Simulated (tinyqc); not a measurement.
Vertical double-diffused power MOSFET, components of the on-resistance: one step of the calculation.

Stripe cells of pitch Wp + a, two channels a cell. Current flows through the channels, spreads in the accumulation layer, passes the gap between the p bodies and spreads at 45 degrees into the drift layer below them. Low drain voltage, full ionisation.

Problem. Components of the on-resistance. Pitch p = Wp + a, Cox = 3.9 eps0/tox; zero-bias depletion in the gap w0 = sqrt(2 eps0 eps_r Vbi/(q N Nj)), open gap g = a - 2 w0; R_ch = Lc p/(2 mch Cox Vov); R_acc = 0.6 a p/(4 mac Cox Vov), 0.6 being an empirical factor for current leaving the layer along its length; R_gap = (rho/Nj) xp p/g; spreading depth t = min(W, (p - g)/2); R_drift = (rho p/2) ln((g + 2 t)/g) + rho (W - t); R_on = the sum with Rs.

Inputs (values chosen for the exercise); bulk values close to those of 4H silicon carbide: relative permittivity eps_r = 9.89; gate oxide thickness (eps_r 3.9) tox = 58 nm; gate overdrive Vov = 5 V; channel mobility mch = 23 cm^2/(V s); accumulation-layer mobility mac = 76 cm^2/(V s); channel length Lc = 1.1 um; width of the p body in one cell, channels included Wp = 3.2 um; gap between neighbouring p bodies a = 1.4 um; depth of the p body xp = 0.9 um; doping of the gap over the drift doping Nj = 3; built-in voltage of the body junction Vbi = 2.95 V; substrate and contact resistance Rs = 0.42 mohm cm^2.

Constants: q = 1.602176634e-19 C, eps0 = 8.8541878128e-14 F/cm where lengths are in cm. Results are converted to the units shown.

N = 7.4191460e15 cm^-3
W = 15.826315 um
mu = 839 cm^2/(V s)
rho = 1.0027063 ohm cm

Find: w0; g; components; R_on; shares.

Solution.

w0 = 0.3806 um
g = 0.6387 um
components (mohm cm^2): channel 3.695, accumulation 0.4270, gap 0.2166, drift 1.844, substrate 0.4200
R_on = 6.602 mohm cm^2
shares (%): channel 55.97, accumulation 6.47, gap 3.28, drift 27.92, substrate 6.36

The channel term is the largest. R_on is 4.16 times the ideal drift resistance, and spreading raises the drift term to 1.16 times it.

tinyqc, about 0.01 s, one thread, Intel Xeon 2.30GHz (shared host): `OMP_NUM_THREADS=1 python tinyqc.py 2230061 2230062 out.jsonl`
